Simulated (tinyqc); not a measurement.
Raising U: Hubbard chain of 5 sites, mean field against exact. Computed by the program tinyqc. Collinear unrestricted mean field (the lowest of 40 random starts) against exact diagonalisation.

one-body matrix (hopping and site energies) (eV):
```
         1        2        3        4        5
1   0.0000  -1.8000   0.0000   0.0000   0.0000
2  -1.8000   0.0000  -1.8000   0.0000   0.0000
3   0.0000  -1.8000   0.0000  -1.8000   0.0000
4   0.0000   0.0000  -1.8000   0.0000  -1.8000
5   0.0000   0.0000   0.0000  -1.8000   0.0000
```

electrons, up and down: 3  2

Exact and mean-field results (eV):

| U | U/t | E exact | E mean field | mean \|n_up - n_down\| | double occupancy, exact | first gap in the sector |
|---|---|---|---|---|---|---|
| 0.9000 | 0.5000 | -8.831992 | -8.791297 | 0.2315 | 0.2125 | 1.7161 |
| 1.8000 | 1.0000 | -7.924146 | -7.764885 | 0.2783 | 0.1910 | 1.6180 |
| 3.6000 | 2.0000 | -6.397473 | -5.849292 | 0.4597 | 0.1488 | 1.4034 |
| 5.4000 | 3.0000 | -5.228403 | -4.384274 | 0.6835 | 0.1123 | 1.1976 |
| 7.2000 | 4.0000 | -4.351451 | -3.425987 | 0.8098 | 0.0840 | 1.0219 |
| 10.8000 | 6.0000 | -3.190079 | -2.349171 | 0.9127 | 0.0489 | 0.7671 |
| 14.4000 | 8.0000 | -2.488651 | -1.778699 | 0.9504 | 0.0309 | 0.6043 |
| 21.6000 | 12.0000 | -1.710878 | -1.193722 | 0.9779 | 0.0150 | 0.4185 |
| 36.0000 | 20.0000 | -1.043833 | -0.718648 | 0.9920 | 0.0057 | 0.2564 |

What does the comparison show, and why?

In absolute terms mean field is worst at U/t = 4.0, 0.925 eV too high: at small U it is nearly exact, and at large U it misses only exchange-scale energies. Relative to the exact energy its error is 0.5 % at the smallest U, 31 % at most and 31 % at the largest. The double occupancy falls from 0.212 to 0.006; at the largest U the first gap is 0.71 times the exchange scale 4t^2/U.
